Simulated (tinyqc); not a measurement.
Stretching all distances: RHF, UHF, MP2, CISD and CCSD against full CI in the sto-3g basis, for H4, spin multiplicity 1. Computed by the program tinyqc with PySCF. 

Geometry (angstrom):
```
atom       x       y       z
H     0.0000  0.0000  0.0000
H     0.0000  0.0000  0.7460
H     0.0000  1.0330  0.0000
H     0.0000  1.0330  0.7460
```

All coordinates are multiplied by the scale. c0^2 is the weight of the RHF determinant in the lowest singlet FCI state (UHF is spin-contaminated and may lie near states of higher spin) and n(LUMO) the first natural occupation beyond the occupied space.

Full CI energy (hartree) and errors against it (kcal/mol):
```
scale  distance 1-2 (angstrom)    E(FCI)      RHF     UHF     MP2    CISD       CCSD  <S^2> UHF   c0^2  n(LUMO)
0.900                    0.671  -1.88586   30.362  30.362  10.659   0.376      0.006      0.000  0.967    0.048
1.240                    0.925  -2.08684   46.099  46.099  18.593   1.229      0.008      0.000  0.933    0.089
1.570                    1.171  -2.07103   68.513  56.911  30.313   3.495  -2.00e-03      0.684  0.877    0.155
1.910                    1.425  -2.00402  101.965  49.321  47.911   9.196     -0.036      1.277  0.783    0.262
2.250                    1.679  -1.94296  145.582  31.814  69.696  20.210     -0.079      1.664  0.659    0.406
2.580                    1.925  -1.90454  193.181  17.070  89.862  35.039     -0.092      1.853  0.538    0.556
```

UHF parts from RHF first at scale 1.57 of those listed, where <S^2> leaves zero. The weight c0^2 goes from 0.97 to 0.54 and n(LUMO) from 0.05 to 0.56: static correlation grows as the bonds break into open-shell fragments. The spread of the error along the curve, which distorts its shape, is CCSD 0.1, CISD 34.7, UHF 39.8, MP2 79.2, RHF 162.8 kcal/mol. Below FCI somewhere: CCSD, as non-variational methods may be. The table stops here: at scale 2.92 and beyond, the reference weight falls under 0.45 or RHF, UHF or CCSD hop between solutions, so those rows were left out and the spreads given cover only the rows shown. As computed, partly on other solutions, the errors there reach in size RHF 241, UHF 8, MP2 103, CISD 16, CCSD 0 kcal/mol.
